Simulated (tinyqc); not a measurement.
Energy and delay of logic against supply voltage: one step of the calculation.

One expression serves below and above threshold: I(Vg) = Ik [ln(1 + exp((Vg - VT + dd V)/(al nf Vt)))]^al, with I_on = I(V) and I_off = I(0). Gate delay td = kd C V/I_on, clock period LD td. Per gate and cycle the switching energy is act C V^2 and the leakage energy I_off V LD td. No short-circuit current, no variation. Minima are sought above 0.09 V; below a few Vt gates no longer switch and the model has no meaning.

Question. New V. Minimum-energy supply: E(V) is the energy per gate and cycle; with h = 0.001 V, E' = (E(V + h) - E(V - h))/(2 h), E'' = (E(V - h) - 2 E(V) + E(V + h))/h^2, V(new) = V - E'/E''.

Inputs (values chosen for the exercise); values of the order met in logic technologies:
- T = 250 K (temperature)
- VT = 0.41 V (threshold voltage at zero drain bias)
- nf = 1.4 (slope factor)
- dd = 0.04 (barrier lowering per volt of supply)
- Ik = 0.41 uA (specific current of a gate)
- al = 1.26 (exponent of the current law)
- C = 0.5 fF (load capacitance of a gate)
- kd = 0.9 (delay factor)
- LD = 20 (logic depth)
- act = 0.05 (activity factor)

Constants: q = 1.602176634e-19 C, kB = 1.380649e-23 J/K, Vt = kB T/q. Results are converted to the units shown.

V after iteration 2 = 0.20268076 V

Wanted: E'; E''; V after iteration 3.

Answer.

E' = -0.2483 aJ/V
E'' = 270.1 aJ/V^2
V after iteration 3 = 0.2036 V

tinyqc, about 0.01 s, one thread, Intel Xeon 2.30GHz (shared host): `OMP_NUM_THREADS=1 python tinyqc.py 2082167 2082168 out.jsonl`
